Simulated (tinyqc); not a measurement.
# Raman line shape of confined optical phonons and breathing modes of small crystals, step by step

A worked calculation. Computed by tinyqc, a small Python program that keeps every step. Command: `OMP_NUM_THREADS=1 python tinyqc.py 3023991 3023992 out.jsonl confine walk`. One thread of a shared host (Intel(R) Xeon(R) Processor @ 2.30GHz), about 0.02 s of CPU time with the checks. Intermediate numbers are printed to about 7 digits and carried at full precision; extremes and crossings named in words are read from the listed rows.

Confinement in 1 direction(s) lets phonons with q away from zero scatter light. q is in units of 2 pi/a, from 0 to 1, and the branch is isotropic: omega(q)^2 = (omega_0^2 + omega_X^2)/2 + ((omega_0^2 - omega_X^2)/2) cos(pi q). The model and its constant beta are phenomenological; beta = 8 is the common choice.

Inputs (values chosen for the exercise, modelled on germanium):
```
quantity                                value      unit
bulk frequency omega_0                    301      1/cm
frequency at the zone boundary omega_X    231      1/cm
natural width Gamma_0                     3.1      1/cm
lattice constant a                      5.658  angstrom
size L                                     11        nm
confinement constant beta                   4         -
probe offset omega - omega_0              -12      1/cm
longitudinal velocity                    5240       m/s
transverse velocity                      3210       m/s
```

Shape: film.

Constants: c = 299792458 m/s.

## Range of wave vectors

Weight W(q) = q^0 exp(-(2 L q/a)^2/(2 beta)) dq, that is exp(-k^2 L^2/(2 beta pi^2)) for k = 2 pi q/a. Width q_c = a sqrt(2 beta)/(2 L), where the exponential falls to 1/e; curvature of the branch: omega(q) = omega_0 - c q^2, c = pi^2 (omega_0^2 - omega_X^2)/(8 omega_0); for small q_c the mean of q^2 is (number of confined directions) q_c^2/2, and the mean shift is -c times that.

q_c = 0.07274200 2 pi/a

curvature c = 152.6346 1/cm

mean shift, quadratic estimate = -0.4038252 1/cm

omega(q_c) - omega_0 = -0.8052187 1/cm

## Intensity at one frequency

I(omega) = int W(q) / [(omega - omega(q))^2 + (Gamma_0/2)^2] dq / int W dq x (Gamma_0/2)^2, by 400 Gauss-Legendre points on 0 < q < min(1, 2.5 a sqrt(2 beta)/L). Bulk Lorentzian 1/(1 + (2 offset/Gamma)^2); mean shift = weighted mean of omega(q) less the bulk frequency.

I at the probe offset = 0.01769948

bulk Lorentzian there = 0.01641024

mean shift, from the weights = -0.4020010 1/cm

## Peak, width and asymmetry

The peak is the maximum of I; the width is taken between the half-maximum points, and the asymmetry is the low-side half-width over the high-side one.

peak shift = -0.28556 1/cm

full width = 3.4312 1/cm

asymmetry = 1.1058

peak height (bulk = 1) = 0.93026

The peak moves 71 % as far as the mean: the tail on the low side carries the rest. The asymmetry is too weak to tell size from stress or heating.

## Line shape against size

The formulas are those given above.

Line shape:
```
L (nm)  peak shift (1/cm)  full width (1/cm)  asymmetry  mean shift, quadratic estimate (1/cm)
3                -0.75186             6.2276     2.2468                              -5.429206
3.6              -0.70391             5.6302     1.9932                              -3.770282
4.4              -0.64094             5.0413     1.7473                              -2.523908
5.5              -0.56012             4.4851     1.5195                              -1.615301
7                -0.46436             4.0065     1.3277                             -0.9972011
10               -0.32135             3.5207     1.1393                             -0.4886285
15               -0.18353             3.2357     1.0363                             -0.2171682
25               -0.07546             3.1224     1.0033                            -0.07818056
```

The peak shift falls with exponent -0.36 at the small end and -1.74 at the large end. For still larger L it tends to the mean shift, which goes as 1/L^2; the ratio is 0.14 in the first row and 0.97 in the last. The width exceeds Gamma_0 by over 10 % for L up to 10 nm. In a film the weight is largest at q = 0, so the peak hardly moves and a tail grows instead.

## Thickness mode of the free film

The lowest longitudinal standing wave has half a wavelength across the film: f = v_L/(2 L); the lowest shear one f = v_T/(2 L).

breathing frequency = 238.1818 GHz

shear frequency = 145.9091 GHz

breathing wavenumber = 7.944890 1/cm

Checks made by the program: mean shift of a large crystal against the quadratic estimate (relative difference 1e-05).
